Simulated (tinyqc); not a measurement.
Inside a calculation. Method: plane-wave Kohn-Sham cycle with exchange-only LDA in a layered model solid. One step of it, computed by the program tinyqc.

Question. Iteration 1: Hamiltonian at one k. H(m,m') = (k + G_m)^2/2 delta + V(G_m - G_m'), with V(-G) = V(G).

A solid whose potential varies along x alone (atomic units):
```
parameter                      value
period a                    9.200000
cross-section of the cell  12.000000
electrons per cell                 2
grid points                       16
plane waves -n..n, n               3
k points                           4
V1 in V1 cos(2 pi x/a)     -0.770000
V2 in V2 cos(4 pi x/a)     -0.220000
```

V(G_m), m = 0, 1, 2, ... (hartree): -0.258629  -0.385000  -0.110000  0.000000  0.000000  0.000000  0.000000

k = 0.125000 2 pi / a

Give: H.

Answer.

H (hartree), lower triangle:
```
         -3       -2       -1       +0       +1       +2      +3
-3   1.6690
-2  -0.3850   0.5613
-1  -0.1100  -0.3850  -0.0801
+0   0.0000  -0.1100  -0.3850  -0.2550
+1   0.0000   0.0000  -0.1100  -0.3850   0.0365
+2   0.0000   0.0000   0.0000  -0.1100  -0.3850   0.7945
+3   0.0000   0.0000   0.0000   0.0000  -0.1100  -0.3850  2.0188
```
